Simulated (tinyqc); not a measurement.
Inside a calculation. Method: CID on RHF in the 6-31g basis, for H2, spin multiplicity 1. Computed by tinyqc, a small Python program that keeps every step (integrals from PySCF). Settings: charge = 0, multiplicity = 1, basis = 6-31g, method = RHF, energy threshold = 1e-10, iteration cap = 84, orthogonalisation = symmetric, start = atomic densities, DIIS depth = 6, ci = CID, davidson = 1. Command: `OMP_NUM_THREADS=1 python tinyqc.py 28793 28794 out.jsonl` (the two numbers bound the seeds that draw the settings). One thread of a shared host (Intel(R) Xeon(R) Processor @ 2.60GHz), about 0.1 s of CPU time with the checks. The early iterations of the SCF are left out here.

## One-electron integrals

Geometry (angstrom):
```
atom         x         y         z
H     0.000000  0.000000  0.000000
H     0.000000  0.000000  0.944000
```

Basis 6-31g: exponents (1/bohr^2) and contraction coefficients of normalised primitives:
```
element  l (shell)   exponent  coefficient
H            s (1)  18.731137     0.033495
H            s (1)   2.825394     0.234727
H            s (1)   0.640122     0.813757
H            s (2)   0.161278     1.000000
```

Overlap, kinetic and nuclear-attraction integrals over the contracted functions; the nuclear repulsion is the sum of Za Zb / Rab.

nuclear repulsion = 0.56056908 hartree

overlap S, order 1H 1s, 1H 2s, 2H 1s, 2H 2s:
$$\begin{pmatrix}
1.000000 & 0.658292 & 0.291008 & 0.433287 \\
0.658292 & 1.000000 & 0.433287 & 0.773664 \\
0.291008 & 0.433287 & 1.000000 & 0.658292 \\
0.433287 & 0.773664 & 0.658292 & 1.000000
\end{pmatrix}$$

kinetic energy T (hartree), order 1H 1s, 1H 2s, 2H 1s, 2H 2s:
$$\begin{pmatrix}
1.395678 & 0.259735 & 0.059115 & 0.123004 \\
0.259735 & 0.241917 & 0.123004 & 0.155143 \\
0.059115 & 0.123004 & 1.395678 & 0.259735 \\
0.123004 & 0.155143 & 0.259735 & 0.241917
\end{pmatrix}$$

nuclear attraction V (hartree), order 1H 1s, 1H 2s, 2H 1s, 2H 2s:
$$\begin{pmatrix}
-2.212199 & -1.103495 & -0.590768 & -0.750936 \\
-1.103495 & -1.116263 & -0.750936 & -0.912936 \\
-0.590768 & -0.750936 & -2.212199 & -1.103495 \\
-0.750936 & -0.912936 & -1.103495 & -1.116263
\end{pmatrix}$$

core Hamiltonian H = T + V (hartree), order 1H 1s, 1H 2s, 2H 1s, 2H 2s:
$$\begin{pmatrix}
-0.816521 & -0.843760 & -0.531653 & -0.627932 \\
-0.843760 & -0.874346 & -0.627932 & -0.757793 \\
-0.531653 & -0.627932 & -0.816521 & -0.843760 \\
-0.627932 & -0.757793 & -0.843760 & -0.874346
\end{pmatrix}$$

## Two-electron integrals

Functions are numbered as in S; the eight-fold symmetry (ij|kl) = (ji|kl) = (kl|ij) leaves the list below.

Two-electron integrals (ij|kl) in chemists' order, unique and non-zero (hartree):
```
(11|11) 1.076566   (21|11) 0.578470   (21|21) 0.329423   (22|11) 0.587396
(22|21) 0.361304   (22|22) 0.453150   (31|11) 0.241323   (31|21) 0.139918
(31|22) 0.157028   (31|31) 0.079450   (32|11) 0.261101   (32|21) 0.161660
(32|22) 0.202920   (32|31) 0.098879   (32|32) 0.141620   (33|11) 0.546477
(33|21) 0.347558   (33|22) 0.454307   (33|31) 0.241323   (33|32) 0.371706
(33|33) 1.076566   (41|11) 0.371706   (41|21) 0.212853   (41|22) 0.235509
(41|31) 0.098879   (41|32) 0.117375   (41|33) 0.261101   (41|41) 0.141620
(42|11) 0.423697   (42|21) 0.262867   (42|22) 0.336152   (42|31) 0.129830
(42|32) 0.179085   (42|33) 0.423697   (42|41) 0.179085   (42|42) 0.271236
(43|11) 0.347558   (43|21) 0.219665   (43|22) 0.287718   (43|31) 0.139918
(43|32) 0.212853   (43|33) 0.578470   (43|41) 0.161660   (43|42) 0.262867
(43|43) 0.329423   (44|11) 0.454307   (44|21) 0.287718   (44|22) 0.386238
(44|31) 0.157028   (44|32) 0.235509   (44|33) 0.587396   (44|41) 0.202920
(44|42) 0.336152   (44|43) 0.361304   (44|44) 0.453150
```

## Orthogonalisation

S = U s U^T; symmetric (Loewdin) form X = U s^(-1/2) U^T, so that X^T S X = 1.

eigenvalues of S: [0.137715, 0.414399, 0.797614, 2.650273]

X, order 1H 1s, 1H 2s, 2H 1s, 2H 2s:
$$\begin{pmatrix}
1.258216 & -0.497767 & -0.073003 & 0.039257 \\
-0.497767 & 1.732830 & 0.039257 & -0.750353 \\
-0.073003 & 0.039257 & 1.258216 & -0.497767 \\
0.039257 & -0.750353 & -0.497767 & 1.732830
\end{pmatrix}$$

## Iteration 5 (converged): orbitals

converged F (hartree), order 1H 1s, 1H 2s, 2H 1s, 2H 2s:
$$\begin{pmatrix}
0.066552 & -0.444790 & -0.446303 & -0.439297 \\
-0.444790 & -0.320202 & -0.439297 & -0.367257 \\
-0.446303 & -0.439297 & 0.066552 & -0.444790 \\
-0.439297 & -0.367257 & -0.444790 & -0.320202
\end{pmatrix}$$

Diagonalise F' = X^T F X, C = X C', fill 1 alpha and 1 beta electrons from the bottom; D = 2 C_occ C_occ^T. Each column has its largest component positive (the first on a tie).

F' = X^T F X (hartree):
$$\begin{pmatrix}
0.606595 & -0.574207 & -0.323684 & -0.125076 \\
-0.574207 & 0.252908 & -0.125076 & -0.199801 \\
-0.323684 & -0.125076 & 0.606595 & -0.574207 \\
-0.125076 & -0.199801 & -0.574207 & 0.252908
\end{pmatrix}$$

orbital energies (hartree): MO1 -0.540651, MO2 0.182832, MO3 0.876669, MO4 1.200155

coefficients C, order 1H 1s, 1H 2s, 2H 1s, 2H 2s:
$$\begin{pmatrix}
0.295298 & 0.159337 & 0.848693 & -1.002438 \\
0.319720 & 1.309479 & -0.696796 & 1.229863 \\
0.295298 & -0.159337 & 0.848693 & 1.002438 \\
0.319720 & -1.309479 & -0.696796 & -1.229863
\end{pmatrix}$$

D after iteration 5, order 1H 1s, 1H 2s, 2H 1s, 2H 2s:
$$\begin{pmatrix}
0.174402 & 0.188825 & 0.174402 & 0.188825 \\
0.188825 & 0.204442 & 0.188825 & 0.204442 \\
0.174402 & 0.188825 & 0.174402 & 0.188825 \\
0.188825 & 0.204442 & 0.188825 & 0.204442
\end{pmatrix}$$

## Convergence

Stop when the energy changes by less than 1e-10 hartree and every element of the error matrix X^T (F D S - S D F) X is below 3e-06.

Course of the cycle:
```
iteration  E (hartree)     change  largest element of the error matrix
1          -0.76555434          -                             8.00e-02
2          -1.10432229  -3.39e-01                             1.44e-02
3          -1.10465625  -3.34e-04                             2.63e-03
4          -1.10466777  -1.15e-05                             7.54e-07
5          -1.10466777  -8.01e-13                             2.96e-07
```

PySCF RHF in the same basis = -1.10466777 hartree

Converged in 5 iterations.

## Integrals over molecular orbitals

(pq|rs) = sum C_ip C_jq C_kr C_ls (ij|kl), one index at a time.

one-electron integrals over orbitals h = C^T H C (hartree):
$$\begin{pmatrix}
-1.124586 & 0.000000 & -0.141568 & 0.000000 \\
0.000000 & -0.594307 & 0.000000 & 0.197623 \\
-0.141568 & 0.000000 & -0.045780 & 0.000000 \\
0.000000 & 0.197623 & 0.000000 & 0.139237
\end{pmatrix}$$

Two-electron integrals over orbitals (pq|rs), unique and non-zero (hartree):
```
(11|11) 0.583936    (21|21) 0.101348    (22|11) 0.439243    (22|22) 0.397158
(31|11) 0.141568    (31|22) 0.064107    (31|31) 0.097785    (32|21) 0.001888
(32|32) 0.035388    (33|11) 0.510117    (33|22) 0.396658    (33|31) 0.118972
(33|33) 0.469951    (41|21) -0.081006   (41|32) -0.042879   (41|41) 0.116480
(42|11) -0.139314   (42|22) -0.068175   (42|31) -0.079959   (42|33) -0.113992
(42|42) 0.079364    (43|21) -0.111366   (43|32) -0.027733   (43|41) 0.125788
(43|43) 0.162675    (44|11) 0.588699    (44|22) 0.447419    (44|31) 0.177666
(44|33) 0.536118    (44|42) -0.164816   (44|44) 0.653960
```

## CID: determinants and Hamiltonian

Hartree-Fock energy = -1.10466777 hartree

Slater-Condon rules over spin orbitals, with the nuclear repulsion added and E(HF) subtracted on the diagonal.

Occupation strings over the orbitals (2 doubly, a alpha, b beta, 0 empty; spin orbitals ordered 1a 1b 2a 2b ...): 2000 0200 0ab0 0a0b 0ba0 0020 00ab 0b0a 00ba 0002

H - E(HF) between determinants (hartree):
```
           2000       0200       0ab0       0a0b       0ba0       0020       00ab       0b0a
2000   0.000000   0.101348   0.000000  -0.081006   0.000000   0.097785   0.000000   0.081006
0200   0.101348   0.873780   0.000000   0.129447   0.000000   0.035388   0.000000  -0.129447
0ab0   0.000000   0.000000   1.421808   0.000000  -0.035388   0.000000  -0.027733   0.000000
0a0b  -0.081006   0.129447   0.000000   1.657585   0.000000  -0.027733   0.000000  -0.079364
0ba0   0.000000   0.000000  -0.035388   0.000000   1.421808   0.000000  -0.083630   0.000000
0020   0.097785   0.035388   0.000000  -0.027733   0.000000   2.043628   0.000000   0.027733
00ab   0.000000   0.000000  -0.027733   0.000000  -0.083630   0.000000   2.294812   0.000000
0b0a   0.081006  -0.129447   0.000000  -0.079364   0.000000   0.027733   0.000000   1.657585
00ba   0.000000   0.000000  -0.083630   0.000000  -0.027733   0.000000  -0.162675   0.000000
0002   0.116480   0.079364   0.000000   0.032807   0.000000   0.162675   0.000000  -0.032807

           00ba       0002
2000   0.000000   0.116480
0200   0.000000   0.079364
0ab0  -0.083630   0.000000
0a0b   0.000000   0.032807
0ba0  -0.027733   0.000000
0020   0.000000   0.162675
00ab  -0.162675   0.000000
0b0a   0.000000  -0.032807
00ba   2.294812   0.000000
0002   0.000000   2.597671
```

## CID: roots

Diagonalise (each vector has its largest component positive (the first on a tie)); all determinants have Ms = 0, so triplets appear too. The lowest singlet root is the correlation energy.

lowest roots of this matrix, relative to E(HF) (hartree): [-0.029910, 0.847888, 1.370145, 1.454081, 1.578221, 1.766250, 2.012454, 2.148412]

lowest vectors, order 2000, 0200, 0ab0, 0a0b, 0ba0, 0020, 00ab, 0b0a, 00ba, 0002:
$$\begin{pmatrix}
0.988055 & 0.130344 & 0.000000 & 0.000000 \\
-0.121369 & 0.972646 & 0.000000 & 0.000000 \\
0.000000 & 0.000000 & 0.699674 & 0.706012 \\
0.054288 & -0.129337 & 0.000000 & 0.000000 \\
0.000000 & 0.000000 & 0.699674 & -0.706012 \\
-0.040011 & -0.039420 & 0.000000 & 0.000000 \\
0.000000 & 0.000000 & 0.102256 & -0.039330 \\
-0.054288 & 0.129337 & 0.000000 & 0.000000 \\
0.000000 & 0.000000 & 0.102256 & 0.039330 \\
-0.039013 & -0.044278 & 0.000000 & 0.000000
\end{pmatrix}$$

<S^2> of these roots: [0.000000, 0.000000, 2.000000, 0.000000, 2.000000, 0.000000, 0.000000, 2.000000]

weight of the ground state by excitation level 0, 1, 2, ...: [0.976252, 0.000000, 0.023748]

## The lowest root by the Davidson method

Start from the reference; add the residual divided by (theta - H_ii), orthogonalised, at each step.

Davidson iterations:
```
iteration  subspace  lowest Ritz value (hartree)  residual norm
1                 1                            0       2.16e-01
2                 2                  -0.02957586       2.58e-02
3                 3                  -0.02990789       1.70e-03
4                 4                  -0.02990982       1.07e-05
5                 5                  -0.02990982       1.48e-16
```
